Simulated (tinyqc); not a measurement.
Worked calculation: ROHF in the 6-31g basis, for H2+, spin multiplicity 2. Computed by tinyqc, a small Python program that keeps every step (integrals from PySCF). Settings: charge = 1, multiplicity = 2, basis = 6-31g, energy threshold = 1e-10, iteration cap = 80, orthogonalisation = canonical, start = atomic densities, DIIS depth = 0, method = ROHF. Command: `OMP_NUM_THREADS=1 python tinyqc.py 31039 31040 out.jsonl` (the two numbers bound the seeds that draw the settings). One thread of a shared host (Intel(R) Xeon(R) Processor @ 2.60GHz), about 0.02 s of CPU time with the checks. Later iterations appear only in the table of the cycle.

## One-electron integrals

Geometry (angstrom):
```
atom       x       y       z
H     0.0000  0.0000  0.0000
H     0.0000  0.0000  1.2140
```

Basis 6-31g: exponents (1/bohr^2) and contraction coefficients of normalised primitives:
```
element  l (shell)  exponent  coefficient
H            s (1)   18.7311       0.0335
H            s (1)    2.8254       0.2347
H            s (1)    0.6401       0.8138
H            s (2)    0.1613       1.0000
```

Overlap, kinetic and nuclear-attraction integrals over the contracted functions; the nuclear repulsion is the sum of Za Zb / Rab.

nuclear repulsion = 0.435896 hartree

overlap S, order 1H 1s, 1H 2s, 2H 1s, 2H 2s:
$$\begin{pmatrix}
1.0000 & 0.6583 & 0.1401 & 0.3297 \\
0.6583 & 1.0000 & 0.3297 & 0.6542 \\
0.1401 & 0.3297 & 1.0000 & 0.6583 \\
0.3297 & 0.6542 & 0.6583 & 1.0000
\end{pmatrix}$$

kinetic energy T (hartree), order 1H 1s, 1H 2s, 2H 1s, 2H 2s:
$$\begin{pmatrix}
1.3957 & 0.2597 & -0.0378 & 0.0699 \\
0.2597 & 0.2419 & 0.0699 & 0.1135 \\
-0.0378 & 0.0699 & 1.3957 & 0.2597 \\
0.0699 & 0.1135 & 0.2597 & 0.2419
\end{pmatrix}$$

nuclear attraction V (hartree), order 1H 1s, 1H 2s, 2H 1s, 2H 2s:
$$\begin{pmatrix}
-2.0891 & -1.0283 & -0.2404 & -0.5242 \\
-1.0283 & -1.0482 & -0.5242 & -0.7335 \\
-0.2404 & -0.5242 & -2.0891 & -1.0283 \\
-0.5242 & -0.7335 & -1.0283 & -1.0482
\end{pmatrix}$$

core Hamiltonian H = T + V (hartree), order 1H 1s, 1H 2s, 2H 1s, 2H 2s:
$$\begin{pmatrix}
-0.6934 & -0.7686 & -0.2783 & -0.4543 \\
-0.7686 & -0.8063 & -0.4543 & -0.6200 \\
-0.2783 & -0.4543 & -0.6934 & -0.7686 \\
-0.4543 & -0.6200 & -0.7686 & -0.8063
\end{pmatrix}$$

## Two-electron integrals

Functions are numbered as in S; the eight-fold symmetry (ij|kl) = (ji|kl) = (kl|ij) leaves the list below.

Two-electron integrals (ij|kl) in chemists' order, unique and non-zero (hartree):
```
(11|11) 1.0766   (21|11) 0.5785   (21|21) 0.3294   (22|11) 0.5874
(22|21) 0.3613   (22|22) 0.4532   (31|11) 0.1039   (31|21) 0.0618
(31|22) 0.0723   (31|31) 0.0179   (32|11) 0.1678   (32|21) 0.1064
(32|22) 0.1410   (32|31) 0.0346   (32|32) 0.0816   (33|11) 0.4338
(33|21) 0.2824   (33|22) 0.3959   (33|31) 0.1039   (33|32) 0.2785
(33|33) 1.0766   (41|11) 0.2785   (41|21) 0.1600   (41|22) 0.1781
(41|31) 0.0346   (41|32) 0.0615   (41|33) 0.1678   (41|41) 0.0816
(42|11) 0.3430   (42|21) 0.2139   (42|22) 0.2767   (42|31) 0.0526
(42|32) 0.1133   (42|33) 0.3430   (42|41) 0.1133   (42|42) 0.1939
(43|11) 0.2824   (43|21) 0.1826   (43|22) 0.2539   (43|31) 0.0618
(43|32) 0.1600   (43|33) 0.5785   (43|41) 0.1064   (43|42) 0.2139
(43|43) 0.3294   (44|11) 0.3959   (44|21) 0.2539   (44|22) 0.3519
(44|31) 0.0723   (44|32) 0.1781   (44|33) 0.5874   (44|41) 0.1410
(44|42) 0.2767   (44|43) 0.3613   (44|44) 0.4532
```

## Orthogonalisation

S = U s U^T; canonical form X = U s^(-1/2), so that X^T S X = 1. Each column of U has its largest component positive (the first on a tie).

eigenvalues of S: [0.1857, 0.3762, 1.0200, 2.4180]

X, order 1H 1s, 1H 2s, 2H 1s, 2H 2s:
$$\begin{pmatrix}
-0.7189 & 0.9120 & 0.6294 & 0.2781 \\
1.4750 & -0.7051 & 0.3067 & 0.3598 \\
0.7189 & 0.9120 & -0.6294 & 0.2781 \\
-1.4750 & -0.7051 & -0.3067 & 0.3598
\end{pmatrix}$$

## Starting guess

The start is atomic minimal-basis densities projected into this basis (PySCF's MINAO start) and scaled to the electron count of each spin; this density is not idempotent, so its energy is not variational and may lie below the converged one.

D(alpha) at the start, order 1H 1s, 1H 2s, 2H 1s, 2H 2s:
$$\begin{pmatrix}
0.1354 & 0.1483 & -0.0050 & 0.0016 \\
0.1483 & 0.1628 & 0.0016 & 0.0095 \\
-0.0050 & 0.0016 & 0.1354 & 0.1483 \\
0.0016 & 0.0095 & 0.1483 & 0.1628
\end{pmatrix}$$

D(beta) at the start, order 1H 1s, 1H 2s, 2H 1s, 2H 2s:
$$\begin{pmatrix}
0.0000 & 0.0000 & 0.0000 & 0.0000 \\
0.0000 & 0.0000 & 0.0000 & 0.0000 \\
0.0000 & 0.0000 & 0.0000 & 0.0000 \\
0.0000 & 0.0000 & 0.0000 & 0.0000
\end{pmatrix}$$

## Iteration 1: building the Fock matrix

J_ij = sum D_kl (ij|kl) with D = D(alpha) + D(beta), K_ij = sum D_kl (ik|jl) for each spin; F = H + J - K(s); E = tr D H + tr D J / 2 - 0.5 sum_s tr D(s) K(s) + E_nn.

Coulomb J (hartree), order 1H 1s, 1H 2s, 2H 1s, 2H 2s:
$$\begin{pmatrix}
0.6268 & 0.3729 & 0.0894 & 0.1937 \\
0.3729 & 0.4522 & 0.1937 & 0.3137 \\
0.0894 & 0.1937 & 0.6268 & 0.3729 \\
0.1937 & 0.3137 & 0.3729 & 0.4522
\end{pmatrix}$$

exchange K(alpha) (hartree), order 1H 1s, 1H 2s, 2H 1s, 2H 2s:
$$\begin{pmatrix}
0.4000 & 0.3168 & 0.1319 & 0.2080 \\
0.3168 & 0.3071 & 0.2080 & 0.2548 \\
0.1319 & 0.2080 & 0.4000 & 0.3168 \\
0.2080 & 0.2548 & 0.3168 & 0.3071
\end{pmatrix}$$

exchange K(beta) (hartree), order 1H 1s, 1H 2s, 2H 1s, 2H 2s:
$$\begin{pmatrix}
0.0000 & 0.0000 & 0.0000 & 0.0000 \\
0.0000 & 0.0000 & 0.0000 & 0.0000 \\
0.0000 & 0.0000 & 0.0000 & 0.0000 \\
0.0000 & 0.0000 & 0.0000 & 0.0000
\end{pmatrix}$$

F(alpha) (hartree), order 1H 1s, 1H 2s, 2H 1s, 2H 2s:
$$\begin{pmatrix}
-0.4666 & -0.7125 & -0.3208 & -0.4686 \\
-0.7125 & -0.6612 & -0.4686 & -0.5611 \\
-0.3208 & -0.4686 & -0.4666 & -0.7125 \\
-0.4686 & -0.5611 & -0.7125 & -0.6612
\end{pmatrix}$$

F(beta) (hartree), order 1H 1s, 1H 2s, 2H 1s, 2H 2s:
$$\begin{pmatrix}
-0.0666 & -0.3957 & -0.1889 & -0.2606 \\
-0.3957 & -0.3541 & -0.2606 & -0.3063 \\
-0.1889 & -0.2606 & -0.0666 & -0.3957 \\
-0.2606 & -0.3063 & -0.3957 & -0.3541
\end{pmatrix}$$

total energy of this density = -0.410507 hartree

This density is the starting one; it is not idempotent, so its energy is not variational and may lie below the converged one.

## Iteration 1: Roothaan effective Fock matrix

With projectors Pc = D(beta) S, Po = (D(alpha) - D(beta)) S, Pv = 1 - D(alpha) S, the block xy is Px^T F Py; with Fc = (F(alpha) + F(beta))/2, the blocks are Fc for cc, oo, vv and cv, F(beta) for co and F(alpha) for ov.

effective F (hartree), order 1H 1s, 1H 2s, 2H 1s, 2H 2s:
$$\begin{pmatrix}
-0.3502 & -0.6208 & -0.2897 & -0.4081 \\
-0.6208 & -0.5574 & -0.4081 & -0.4729 \\
-0.2897 & -0.4081 & -0.3502 & -0.6208 \\
-0.4081 & -0.4729 & -0.6208 & -0.5574
\end{pmatrix}$$

## Iteration 1: diagonalisation and new density

Diagonalise F' = X^T F X, C = X C', fill 1 alpha and 0 beta electrons from the bottom; D(s) = C_occ C_occ^T. Each column has its largest component positive (the first on a tie).

F' = X^T F X (hartree):
$$\begin{pmatrix}
0.4719 & 0.0000 & -0.3230 & 0.0000 \\
0.0000 & 0.5578 & 0.0000 & -0.0735 \\
-0.3230 & 0.0000 & -0.2281 & 0.0000 \\
0.0000 & -0.0735 & 0.0000 & -0.7775
\end{pmatrix}$$

orbital energies (hartree): MO1 -0.7815, MO2 -0.3544, MO3 0.5618, MO4 0.5982

coefficients C, order 1H 1s, 1H 2s, 2H 1s, 2H 2s:
$$\begin{pmatrix}
0.3277 & 0.3244 & 0.8954 & -0.8987 \\
0.3206 & 0.8227 & -0.7238 & 1.2621 \\
0.3277 & -0.3244 & 0.8954 & 0.8987 \\
0.3206 & -0.8227 & -0.7238 & -1.2621
\end{pmatrix}$$

D(alpha) after iteration 1, order 1H 1s, 1H 2s, 2H 1s, 2H 2s:
$$\begin{pmatrix}
0.1074 & 0.1051 & 0.1074 & 0.1051 \\
0.1051 & 0.1028 & 0.1051 & 0.1028 \\
0.1074 & 0.1051 & 0.1074 & 0.1051 \\
0.1051 & 0.1028 & 0.1051 & 0.1028
\end{pmatrix}$$

D(beta) after iteration 1, order 1H 1s, 1H 2s, 2H 1s, 2H 2s:
$$\begin{pmatrix}
0.0000 & 0.0000 & 0.0000 & 0.0000 \\
0.0000 & 0.0000 & 0.0000 & 0.0000 \\
0.0000 & 0.0000 & 0.0000 & 0.0000 \\
0.0000 & 0.0000 & 0.0000 & 0.0000
\end{pmatrix}$$

## Iteration 2: building the Fock matrix

As before.

Coulomb J (hartree), order 1H 1s, 1H 2s, 2H 1s, 2H 2s:
$$\begin{pmatrix}
0.6307 & 0.3765 & 0.0923 & 0.1975 \\
0.3765 & 0.4570 & 0.1975 & 0.3192 \\
0.0923 & 0.1975 & 0.6307 & 0.3765 \\
0.1975 & 0.3192 & 0.3765 & 0.4570
\end{pmatrix}$$

exchange K(alpha) (hartree), order 1H 1s, 1H 2s, 2H 1s, 2H 2s:
$$\begin{pmatrix}
0.4153 & 0.3595 & 0.2326 & 0.2913 \\
0.3595 & 0.3646 & 0.2913 & 0.3330 \\
0.2326 & 0.2913 & 0.4153 & 0.3595 \\
0.2913 & 0.3330 & 0.3595 & 0.3646
\end{pmatrix}$$

exchange K(beta) (hartree), order 1H 1s, 1H 2s, 2H 1s, 2H 2s:
$$\begin{pmatrix}
0.0000 & 0.0000 & 0.0000 & 0.0000 \\
0.0000 & 0.0000 & 0.0000 & 0.0000 \\
0.0000 & 0.0000 & 0.0000 & 0.0000 \\
0.0000 & 0.0000 & 0.0000 & 0.0000
\end{pmatrix}$$

F(alpha) (hartree), order 1H 1s, 1H 2s, 2H 1s, 2H 2s:
$$\begin{pmatrix}
-0.4780 & -0.7516 & -0.4185 & -0.5481 \\
-0.7516 & -0.7140 & -0.5481 & -0.6339 \\
-0.4185 & -0.5481 & -0.4780 & -0.7516 \\
-0.5481 & -0.6339 & -0.7516 & -0.7140
\end{pmatrix}$$

F(beta) (hartree), order 1H 1s, 1H 2s, 2H 1s, 2H 2s:
$$\begin{pmatrix}
-0.0627 & -0.3921 & -0.1859 & -0.2568 \\
-0.3921 & -0.3493 & -0.2568 & -0.3009 \\
-0.1859 & -0.2568 & -0.0627 & -0.3921 \\
-0.2568 & -0.3009 & -0.3921 & -0.3493
\end{pmatrix}$$

total energy of this density = -0.579808 hartree

## Iteration 2: Roothaan effective Fock matrix

As before.

effective F (hartree), order 1H 1s, 1H 2s, 2H 1s, 2H 2s:
$$\begin{pmatrix}
-0.2960 & -0.5746 & -0.3279 & -0.4052 \\
-0.5746 & -0.4992 & -0.4052 & -0.4350 \\
-0.3279 & -0.4052 & -0.2960 & -0.5746 \\
-0.4052 & -0.4350 & -0.5746 & -0.4992
\end{pmatrix}$$

## Iteration 2: diagonalisation and new density

As before.

F' = X^T F X (hartree):
$$\begin{pmatrix}
0.4719 & 0.0000 & -0.3268 & 0.0000 \\
0.0000 & 0.5536 & 0.0000 & -0.1011 \\
-0.3268 & 0.0000 & -0.1176 & 0.0000 \\
0.0000 & -0.1011 & 0.0000 & -0.7305
\end{pmatrix}$$

orbital energies (hartree): MO1 -0.7384, MO2 -0.2630, MO3 0.5616, MO4 0.6172

coefficients C, order 1H 1s, 1H 2s, 2H 1s, 2H 2s:
$$\begin{pmatrix}
0.3485 & 0.2830 & 0.8875 & -0.9126 \\
0.3036 & 0.8796 & -0.7310 & 1.2231 \\
0.3485 & -0.2830 & 0.8875 & 0.9126 \\
0.3036 & -0.8796 & -0.7310 & -1.2231
\end{pmatrix}$$

D(alpha) after iteration 2, order 1H 1s, 1H 2s, 2H 1s, 2H 2s:
$$\begin{pmatrix}
0.1214 & 0.1058 & 0.1214 & 0.1058 \\
0.1058 & 0.0922 & 0.1058 & 0.0922 \\
0.1214 & 0.1058 & 0.1214 & 0.1058 \\
0.1058 & 0.0922 & 0.1058 & 0.0922
\end{pmatrix}$$

D(beta) after iteration 2, order 1H 1s, 1H 2s, 2H 1s, 2H 2s:
$$\begin{pmatrix}
0.0000 & 0.0000 & 0.0000 & 0.0000 \\
0.0000 & 0.0000 & 0.0000 & 0.0000 \\
0.0000 & 0.0000 & 0.0000 & 0.0000 \\
0.0000 & 0.0000 & 0.0000 & 0.0000
\end{pmatrix}$$

## Iteration 7 (converged): orbitals

converged F (hartree), order 1H 1s, 1H 2s, 2H 1s, 2H 2s:
$$\begin{pmatrix}
-0.2924 & -0.5701 & -0.3288 & -0.4021 \\
-0.5701 & -0.4918 & -0.4021 & -0.4284 \\
-0.3288 & -0.4021 & -0.2924 & -0.5701 \\
-0.4021 & -0.4284 & -0.5701 & -0.4918
\end{pmatrix}$$

As before.

F' = X^T F X (hartree):
$$\begin{pmatrix}
0.4747 & 0.0000 & -0.3281 & 0.0000 \\
0.0000 & 0.5525 & 0.0000 & -0.1049 \\
-0.3281 & 0.0000 & -0.1128 & 0.0000 \\
0.0000 & -0.1049 & 0.0000 & -0.7234
\end{pmatrix}$$

orbital energies (hartree): MO1 -0.7320, MO2 -0.2594, MO3 0.5611, MO4 0.6213

coefficients C, order 1H 1s, 1H 2s, 2H 1s, 2H 2s:
$$\begin{pmatrix}
0.3515 & 0.2812 & 0.8863 & -0.9131 \\
0.3011 & 0.8819 & -0.7321 & 1.2214 \\
0.3515 & -0.2812 & 0.8863 & 0.9131 \\
0.3011 & -0.8819 & -0.7321 & -1.2214
\end{pmatrix}$$

D(alpha) after iteration 7, order 1H 1s, 1H 2s, 2H 1s, 2H 2s:
$$\begin{pmatrix}
0.1235 & 0.1058 & 0.1235 & 0.1058 \\
0.1058 & 0.0907 & 0.1058 & 0.0907 \\
0.1235 & 0.1058 & 0.1235 & 0.1058 \\
0.1058 & 0.0907 & 0.1058 & 0.0907
\end{pmatrix}$$

D(beta) after iteration 7, order 1H 1s, 1H 2s, 2H 1s, 2H 2s:
$$\begin{pmatrix}
0.0000 & 0.0000 & 0.0000 & 0.0000 \\
0.0000 & 0.0000 & 0.0000 & 0.0000 \\
0.0000 & 0.0000 & 0.0000 & 0.0000 \\
0.0000 & 0.0000 & 0.0000 & 0.0000
\end{pmatrix}$$

## Convergence

Stop when the energy changes by less than 1e-10 hartree and every element of the error matrix X^T (F D S - S D F) X is below 3e-06.

Course of the cycle:
```
iteration  E (hartree)     change  largest element of the error matrix
1            -0.410507          -                             5.40e-02
2            -0.579808  -1.69e-01                             3.02e-02
3            -0.580601  -7.93e-04                             3.84e-03
4            -0.580614  -1.28e-05                             4.72e-04
5            -0.580614  -1.94e-07                             5.78e-05
6            -0.580614  -2.90e-09                             7.07e-06
7            -0.580614  -4.33e-11                             8.64e-07
```

PySCF ROHF in the same basis = -0.580614 hartree

Converged in 7 iterations.

## Populations, bond orders and dipole

Mulliken: Z minus the diagonal of D S on the atom; Loewdin: the same with S^(1/2) D S^(1/2); Mayer order: 2 sum_s sum (D(s) S)_ij (D(s) S)_ji over the two atoms.

Charges (e):
```
atom  Mulliken  Loewdin  Mulliken spin
1H      0.5000   0.5000         0.5000
2H      0.5000   0.5000         0.5000
```

Mayer bond orders:
```
pair   order
2-1   0.5000
```

dipole moment about the origin, x y z (debye): [0.0000, 0.0000, 2.9155]
